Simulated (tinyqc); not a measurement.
Sheet resistance and Hall data of a diffused or implanted layer: one step, computed by the program tinyqc. Command: `OMP_NUM_THREADS=1 python tinyqc.py 3031083 3031084 out.jsonl layer walk`. One thread of a shared host (Intel(R) Xeon(R) Processor @ 2.30GHz), about 0.01 s of CPU time with the checks.

Carriers are taken equal to the net active doping down to the junction (full ionisation, which deep dopants in wide-gap hosts do not reach; no spill-over, no depletion), and the Hall factor is 1.

Question. Profile. N(x) = N_0 exp(-x^2/l^2), dose N_0 l sqrt(pi)/2, junction x_j = l sqrt(ln(N_0/N_B)). Mobility mu = mu_min + (mu_max - mu_min)/(1 + (N_t/N_ref)^alpha), N_t = active doping + N_B; carriers n = active doping - N_B, all dopants active. sigma = e n mu.

Inputs (values chosen for the exercise, modelled on silicon in GaN):

| quantity | value | unit |
|---|---|---|
| mu_min | 53.4 | cm^2/(V s) |
| mu_max | 1030 | cm^2/(V s) |
| N_ref | 1.9e+17 | 1/cm^3 |
| exponent alpha | 1 | - |
| peak concentration N_0 | 5e+17 | 1/cm^3 |
| length scale l | 960 | nm |
| background doping N_B (opposite type) | 3.4e+15 | 1/cm^3 |

Profile: Gaussian at the surface. Activation: complete.

Constants: e = 1.602176634e-19 C.

Give: Depth, doping, carriers, mobility and conductivity at 2, 10, 20, 35, 50, 65, 80, 90 and 98 % of the layer.

Answer.

Depth, doping, carriers, mobility and conductivity at 2, 10, 20, 35, 50, 65, 80, 90 and 98 % of the layer:

| x (nm) | N (1/cm^3) | n (1/cm^3) | mu (cm^2/(V s)) | sigma (S/cm) |
|---|---|---|---|---|
| 43 | 4.990e+17 | 4.956e+17 | 321.4 | 25.52 |
| 214 | 4.757e+17 | 4.723e+17 | 330.7 | 25.02 |
| 429 | 4.095e+17 | 4.061e+17 | 361.2 | 23.50 |
| 751 | 2.713e+17 | 2.679e+17 | 452.7 | 19.43 |
| 1072 | 1.436e+17 | 1.402e+17 | 604.0 | 13.57 |
| 1394 | 6.070e+16 | 5.730e+16 | 783.6 | 7.19 |
| 1716 | 2.050e+16 | 1.710e+16 | 920.9 | 2.52 |
| 1930 | 8.776e+15 | 5.376e+15 | 971.2 | 0.84 |
| 2102 | 4.143e+15 | 7.430e+14 | 992.7 | 0.12 |

The mobility varies by a factor 3.1 across these points and the conductivity by 216.
